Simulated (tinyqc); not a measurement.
Polarisation charge from two barrier thicknesses.

Problem. VT = phiB - dEc - q sigma d/(eps0 eps_r). Find sigma, phiB - dEc and the thickness at which VT = 0.

Inputs (values chosen for the exercise):
```
symbol  value  unit                                       meaning
eps_r     9.3        relative permittivity of barrier and channel
```

Constants: q = 1.602176634e-19 C, eps0 = 8.8541878128e-14 F/cm where lengths are in cm. Results are converted to the units shown.

VT for d = 30 and 36 nm (V): [-6.7181164, -8.2266197]

Answer. VT is linear in d.

sigma = 1.29e13 cm^-2
phiB - dEc = 0.824 V
thickness for VT = 0 = 3.28 nm

Computed by the program tinyqc: `OMP_NUM_THREADS=1 python tinyqc.py 2570143 2570144 out.jsonl`, one thread of a shared Intel Xeon 2.30GHz, about 0.03 s for the whole run.
